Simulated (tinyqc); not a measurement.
Four-band model of biased bilayer graphene near K: one step. The Mexican hat (g3 = g4 = 0).

Basis A1, B1, A2, B2, with B1 below A2; p = kx + i ky, v_j = (sqrt3/2) a g_j. Diagonal -U/2, -U/2, U/2, U/2; <A1|B1> = <A2|B2> = v0 p*, <B1|A2> = g1, <A1|B2> = v3 p, <A1|A2> = <B1|B2> = -v4 p*.

Inputs chosen for the exercise (near those used for Bernal bilayer graphene; not measured data): a = 2.46 angstrom (lattice constant); g0 = 2.83 eV (hopping in a layer); g1 = 0.402 eV (hopping of the dimer sites); U = 0.19 eV (potential difference of the layers).

Problem. At K the levels are -/+ U/2 and -/+ sqrt(g1^2 + U^2/4). The smallest gap, U g1/sqrt(U^2 + g1^2), lies on a ring of radius kg = (U/2 v0) sqrt((2 g1^2 + U^2)/(g1^2 + U^2)), v0 = (sqrt3/2) a g0; the height of the hat is U/2 less half that gap.

Give: gap; kg; height of the hat.

Solution.

gap = 0.1718 eV
kg = 0.02124 1/angstrom
height of the hat = 9.11 meV

tinyqc: `OMP_NUM_THREADS=1 python tinyqc.py 1450086 1450087 out.jsonl`; about 0.03 s, one thread, shared Intel(R) Xeon(R) Processor @ 2.30GHz.
